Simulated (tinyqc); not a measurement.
Minimum-mode following (dimer method) and harmonic rate on a two-dimensional model surface. From one set of inputs to another, one input at a time. Computed by tinyqc, a small Python program. Command: `OMP_NUM_THREADS=1 python tinyqc.py 3028202 3028203 out.jsonl dimer ladder`. One thread of a shared host (Intel(R) Xeon(R) Processor @ 2.30GHz), about 0.07 s of CPU time with the checks.

V(x, y) = -A (cos kx + cos ky) - B cos kx cos ky + (C sin ky + S sin kx)(1 - cos kx), k = 2 pi/a; the atom hops from the minimum at (0, 0) to that at (a, 0).

The inputs printed are set A. Inputs not listed in the table keep their values of set A, so the rows need not describe a real material.

Inputs (values chosen for the exercise, for a model surface): amplitude A = 0.21 eV; amplitude B = 0.065 eV; skew C = 0.094 eV; asymmetry S = -0.03 eV; period a = 3.9 angstrom; mass M = 81.2 u; temperature T = 300 K.

Surface: adatom on a square lattice.

Constants: nu for 1 eV/(angstrom^2 u) = 15.6333042 THz; k_B = 8.617333262e-05 eV/K.

Method:
- Newton steps x(new) = x - H^-1 grad V (moves limited to 0.3 angstrom) from (0, 0), (a, 0) and (a/2, 0) give the two minima and the saddle.
- Diagonalise the Hessian at the start minimum and at the saddle; nu = 15.6333042 THz x sqrt(|lambda|/M).
- Vineyard prefactor nu* = nu1 nu2 (minimum)/nu2 (saddle); k = nu* exp(-E_b/(k_B T)).

Each row keeps all changes above it:
```
input moved           from     to  barrier from the start (eV)  prefactor nu* (THz)  rate k (1/s)
set A                    -      -                      0.46704               1.5747    2.2454e+04
mass M (u)            81.2    188                      0.46704               1.0349    1.4757e+04
asymmetry S (eV)     -0.03  0.024                      0.46380               1.0353    1.6735e+04
amplitude B (eV)     0.065   0.17                      0.61469               1.5726    7.4188e+01
skew C (eV)          0.094   0.17                      0.47098               1.1893    1.4562e+04
temperature T (K)      300    250                      0.47098               1.1893    3.8090e+02
amplitude A (eV)      0.21   0.41                      0.98690               1.6499    2.1006e-08
period a (angstrom)    3.9    2.8                      0.98690               2.2981    2.9258e-08
```

Which inputs carry the difference?

Barrier from the start goes from 0.467 to 0.987, a factor 2.11 in all. The largest single move comes from amplitude A (a factor 2.10), and skew C works against it (a factor 0.766). Prefactor nu* goes from 1.57 to 2.30, a factor 1.46 in all. The largest single move comes from mass M (a factor 0.657), but it runs against the net change; the largest move in the direction of the net change is amplitude B (a factor 1.52). Rate k goes from 22500 to 2.93e-8, a factor 1.30e-12 in all. The largest single move comes from amplitude A (a factor 5.51e-11), and skew C works against it (a factor 196). The single moves hold for this order of the switches; the total does not depend on the order.

Extremes, crossings and ranges named in words are read from the listed rows.
